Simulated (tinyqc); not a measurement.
Wafer bonding and layer transfer: bond energy, gap closing, particles, bonding of dissimilar wafers and hydrogen blisters: one step, computed by the program tinyqc. Command: `OMP_NUM_THREADS=1 python tinyqc.py 3012352 3012353 out.jsonl bond walk`. One thread of a shared host (Intel(R) Xeon(R) Processor @ 2.30GHz), about 0.01 s of CPU time with the checks.

gamma is the energy per area of each of the two surfaces; plates are isotropic.

Question. Heating a pair with different expansion. M = E/(1 - nu), misfit e = (alpha_2 - alpha_1) dT. Curvature k = 6 M1 M2 t1 t2 (t1 + t2) e/[M1^2 t1^4 + M2^2 t2^4 + 2 M1 M2 t1 t2 (2 t1^2 + 3 t1 t2 + 2 t2^2)]; force per width F = k (M1 t1^3 + M2 t2^3)/(6 (t1 + t2)); at the interface s1 = F/t1 + M1 k t1/2, s2 = -F/t2 - M2 k t2/2; stored biaxial energy U = F^2 [1/(M1 t1) + 1/(M2 t2)] + k^2 (M1 t1^3 + M2 t2^3)/12; the pair can part when U > 2 gamma.

Inputs (values chosen for the exercise, for model wafers):

| quantity | value | unit |
|---|---|---|
| Young's modulus E1 | 164 | GPa |
| Young's modulus E2 | 72.2 | GPa |
| Poisson ratio nu | 0.23 | - |
| thickness t1 | 300 | micrometre |
| thickness t2 | 200 | micrometre |
| expansion mismatch alpha_2 - alpha_1 | -2 | 1e-6/K |
| heating dT | 400 | K |

Pair: two different wafers.

bond energy gamma = 0.05154877 J/m^2

Give: curvature; force per width; stress in wafer 1 at the interface; stress in wafer 2 at the interface; stored energy U; largest dT for this gamma.

Answer.

curvature = -2.003 1/m

force per width = -4.340 kN/m

stress in wafer 1 at the interface = -78.45 MPa

stress in wafer 2 at the interface = 40.48 MPa

stored energy U = 3.472 J/m^2

largest dT for this gamma = 68.93 K

U exceeds 2 gamma: the pair can debond; the bond strengthens on heating, so slow ramps or thinning one wafer first help. Caution: on a wafer of 100 mm the sag k R^2/2 would exceed half the thickness of the pair, beyond the small-deflection theory: the plate stiffens.
